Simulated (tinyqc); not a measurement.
Round nanowire with a gate all round, subbands and threshold shift from confinement: one step of the calculation.

Undoped body with a flat potential across it, hard walls, transport along x. Three valley pairs (g = 2 each) with the longitudinal mass along x, y or z. Non-parabolicity enters the subband edges through E (1 + al E) = gamma, so E = 2 gamma/(1 + sqrt(1 + 4 al gamma)); motion within a subband is taken as parabolic with the band-edge mass. Energies are counted from the bulk band edge.

Problem. Lowest subbands. gamma = C (2 z/(t + dl))^2 (1/my + 1/mz)/2, z the zeros of the Bessel functions J_l (2.404826, 3.831706, 5.135622, 5.520078, ...), twofold for l > 0; the mean inverse mass is an approximation for anisotropic valleys, C = hbar^2/(2 m0). List the 6 lowest, labelled by valley axis and quantum numbers, with degeneracy g and N_k: N_k = g sqrt(2 mx m0 kB T/(pi hbar^2)).

Inputs (values chosen for the exercise); masses close to those of silicon: temperature T = 300 K; longitudinal mass ml = 0.9 m0; transverse mass mt = 0.194 m0; non-parabolicity al = 0 1/eV; diameter t = 5.3 nm; widening of the box by penetration into the insulator dl = 0.2 nm.

Constants: q = 1.602176634e-19 C, kB = 1.380649e-23 J/K, hbar = 1.054571817e-34 J s, m0 = 9.1093837015e-31 kg, hbar^2/(2 m0) = 0.0380998212 eV nm^2. Results are converted to the units shown.

Wanted: E_k; g; N_k.

Solution.

```
subband  E_k (eV)  g  N_k (cm^-1)
y0,1     0.091278  2     4.0939e6
z0,1     0.091278  2     4.0939e6
x0,1      0.15018  2     8.8178e6
y1,1      0.23173  4     8.1879e6
z1,1      0.23173  4     8.1879e6
x1,1      0.38128  4     1.7636e7
```

Range of the model: For the strongly anisotropic y and z valleys the mean inverse mass serves only for l = 0; pairs with l > 0 really split widely.

tinyqc, about 0.2 s, one thread, Intel Xeon 2.30GHz (shared host): `OMP_NUM_THREADS=1 python tinyqc.py 2350066 2350067 out.jsonl`
